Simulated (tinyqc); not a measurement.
Finnis-Sinclair potential for a bcc metal: fit to cohesion and elasticity, then vacancy, surfaces and structure: one step, computed by the program tinyqc. Command: `OMP_NUM_THREADS=1 python tinyqc.py 3110289 3110290 out.jsonl fsfit walk`. One thread of a shared host (Intel(R) Xeon(R) Processor @ 2.30GHz), about 0.01 s of CPU time with the checks.

E = (1/2) sum V(r) - A sqrt(rho), rho = sum phi(r), phi = (r - d)^2 for r < d, V = (r - c)^2 (c0 + c1 r + c2 r^2) for r < c. In bcc the 8 first neighbours lie at sqrt(3) a/2 and the 6 second at a; both cut-offs lie below the third shell; Omega = a^3/2; E is per atom and z the number of atoms in a shell. The four constants A, c0, c1, c2 are fitted to E_c, zero pressure, B and C12 - C44 alone, so C44 and C11 - C12 are not matched singly; defects are unrelaxed.

Problem. Three linear equations for c0, c1, c2. With v_k = (r - c)^2 r^k the rows are (1/2) sum z v_k, (1/2) sum z r v_k' and (1/2) sum z r^2 v_k''. With rho1 = sum z r phi' and rho2 = sum z r^2 phi'' the right-hand sides are: -E_c + A sqrt(rho) (cohesion); A rho1/(2 sqrt(rho)) (zero pressure); 9 B Omega + A [rho2/(2 sqrt(rho)) - rho1^2/(4 rho^(3/2))] with B = (C11 + 2 C12)/3.

Inputs (values chosen for the exercise, modelled on tantalum):
```
quantity             value      unit
lattice constant a   3.306  angstrom
cohesive energy E_c   7.98        eV
target C11             271       GPa
target C12             162       GPa
pair cut-off c/a     1.262         -
```

rho = 16.49418 angstrom^2

A = 2.737984 eV/angstrom

rho1 = -89.52712 angstrom^2

rho2 = 262.3113 angstrom^2

Constants: 1 eV/angstrom^3 = 160.2176634 GPa.

Give: matrix; right-hand side.

Solution.

matrix:
```
                  c0       c1       c2
cohesion        9.11    27.07    80.79
pressure      -47.17  -115.58  -271.99
bulk modulus  131.16   119.26  -318.42
```

right-hand side (eV): 3.14  -30.18  207.80
